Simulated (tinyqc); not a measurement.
Worked calculation: CCSD on RHF in the sto-3g basis, for BeH+, spin multiplicity 1. One step of it, computed by the program tinyqc.

Problem. Orthogonalisation. S = U s U^T; symmetric (Loewdin) form X = U s^(-1/2) U^T, so that X^T S X = 1.

overlap S, order 1Be 1s, 1Be 2s, 1Be 2px, 1Be 2py, 1Be 2pz, 2H 1s:
$$\begin{pmatrix}
1.000000 & 0.259517 & 0.000000 & 0.000000 & 0.000000 & 0.035736 \\
0.259517 & 1.000000 & 0.000000 & 0.000000 & 0.000000 & 0.344353 \\
0.000000 & 0.000000 & 1.000000 & 0.000000 & 0.000000 & 0.000000 \\
0.000000 & 0.000000 & 0.000000 & 1.000000 & 0.000000 & 0.000000 \\
0.000000 & 0.000000 & 0.000000 & 0.000000 & 1.000000 & 0.429391 \\
0.035736 & 0.344353 & 0.000000 & 0.000000 & 0.429391 & 1.000000
\end{pmatrix}$$

Give: eigenvalues of S; X.

Solution.

eigenvalues of S: [0.4328, 0.7961, 1.0000, 1.0000, 1.1824, 1.5887]

X, order 1Be 1s, 1Be 2s, 1Be 2px, 1Be 2py, 1Be 2pz, 2H 1s:
$$\begin{pmatrix}
1.0276 & -0.1430 & 0.0000 & 0.0000 & -0.0089 & 0.0224 \\
-0.1430 & 1.0878 & 0.0000 & 0.0000 & 0.0742 & -0.2211 \\
0.0000 & 0.0000 & 1.0000 & 0.0000 & 0.0000 & 0.0000 \\
0.0000 & 0.0000 & 0.0000 & 1.0000 & 0.0000 & 0.0000 \\
-0.0089 & 0.0742 & 0.0000 & 0.0000 & 1.0898 & -0.2690 \\
0.0224 & -0.2211 & 0.0000 & 0.0000 & -0.2690 & 1.1486
\end{pmatrix}$$
